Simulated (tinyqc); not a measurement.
# Changing the surface concentration C_s

Model: concentration-dependent dopant diffusion with charged defects and the built-in field. Computed by tinyqc, a small Python program. Command: `OMP_NUM_THREADS=1 python tinyqc.py 3012919 3012920 out.jsonl extrinsic sweep`. One thread of a shared host (Intel(R) Xeon(R) Processor @ 2.30GHz), about 0.7 s of CPU time with the checks.

A constant source C_s feeds a half space. The dopant moves through neutral point defects and through charged ones, whose number grows with the majority carrier density n.

Inputs (values chosen for the exercise, modelled on arsenic in silicon):
```
quantity                        value    unit
neutral prefactor D0x          0.0113  cm^2/s
neutral activation energy E0     3.44      eV
singly charged prefactor D01     29.2  cm^2/s
activation energy E1             4.14      eV
junction level C_B            1.1e+16  1/cm^3
temperature T                    1075       C
time t                           2300       s
```

Field enhancement: on.

Constants: k_B = 8.617333262e-05 eV/K.

Method:
- n_i = 3.87e16 T^1.5 exp(-7014/T) per cm^3 (T in kelvin, an empirical form); each D = prefactor x exp(-E/(k_B T)); the intrinsic diffusivity D_i is their sum.
- Temperatures in kelvin are T(C) + 273.15.
- n = C/2 + sqrt(C^2/4 + n_i^2); D(C) = h [Dx + D1 (n/n_i)], h = 1 + C/sqrt(C^2 + 4 n_i^2).
- With y = x/sqrt(D_s t), u = C/C_s and q = -(D/D_s) du/dy: du/dy = -q D_s/D, dq/dy = -(y/2) q D_s/D, u(0) = 1. The surface flux q(0) is shot so that u tends to 0 (LSODA, an adaptive multistep solver, relative tolerance 1e-10). Dose Q = 2 q(0) C_s sqrt(D_s t).
- The junction lies where C = C_B.

One run for each value; columns: (1) surface concentration C_s (1/cm^3); (2) enhancement D_s/D_i; (3) junction depth x_j (nm); (4) dose Q (1/cm^2); (5) junction in units of sqrt(D_s t):
```
(1)          (2)     (3)         (4)     (5)
5.00e+17   1.045  166.15  2.9178e+12  3.1873
1.50e+18   1.139  196.01  9.0005e+12  3.6013
4.60e+18   1.466  226.52  3.0015e+13  3.6685
1.40e+19   2.711  264.46  1.1423e+14  3.1496
4.30e+19   7.316  330.45  5.3873e+14  2.3956
1.30e+20  21.539  460.25  2.7458e+15  1.9446
4.00e+20  65.703  718.81  1.4698e+16  1.7389
```

Over the rows, enhancement D_s/D_i rises from 1.04 to 65.7 (exponent d ln y / d ln x 0.079 between the first rows and 0.99 between the last); junction depth x_j (nm) rises from 166 to 719 (exponent d ln y / d ln x 0.15 between the first rows and 0.40 between the last); dose Q (1/cm^2) rises from 2.92e12 to 1.47e16 (exponent d ln y / d ln x 1.0 between the first rows and 1.5 between the last). At the high end the exponent of enhancement D_s/D_i is 0.99, close to 1: singly charged defects follow n. At the low end the exponent of dose Q is 1.03, close to 1: the intrinsic, linear regime. At the high end the exponent of dose Q is 1.49, close to 1.5: D proportional to C: Q scales as C_s sqrt(C_s). In units of sqrt(D_s t), D_s = D(C_s), the junction is deepest, 3.67, at C_s = 4.6e18 among these rows and ends at 1.74: a larger C_s/C_B pushes it out along the tail, while the tail diffuses with D_i, ever further below D_s.

Caution (rows 4.30e19, 1.30e20, 4.00e20): at such concentrations dopants can cluster or exceed their solubility; the active fraction and the diffusivity then fall below the model.
